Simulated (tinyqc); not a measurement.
Worked calculation: plane-wave Kohn-Sham cycle with exchange-only LDA in a layered model solid. One step of it, computed by the program tinyqc.

Task: Iteration 1: levels at that k. Diagonalise the Hermitian matrix.

H (hartree), order -3, -2, -1, +0, +1, +2, +3:
```
[[7.122928, -0.125000, 0.020000, 0.000000, 0.000000, 0.000000, 0.000000],
 [-0.125000, 3.012306, -0.125000, 0.020000, 0.000000, 0.000000, 0.000000],
 [0.020000, -0.125000, 0.545932, -0.125000, 0.020000, 0.000000, 0.000000],
 [0.000000, 0.020000, -0.125000, -0.276192, -0.125000, 0.020000, 0.000000],
 [0.000000, 0.000000, 0.020000, -0.125000, 0.545932, -0.125000, 0.020000],
 [0.000000, 0.000000, 0.000000, 0.020000, -0.125000, 3.012306, -0.125000],
 [0.000000, 0.000000, 0.000000, 0.000000, 0.020000, -0.125000, 7.122928]]
```

Give: eigenvalues.

Result:

eigenvalues (hartree): [-0.312, 0.520, 0.595, 3.015, 3.015, 7.127, 7.127]
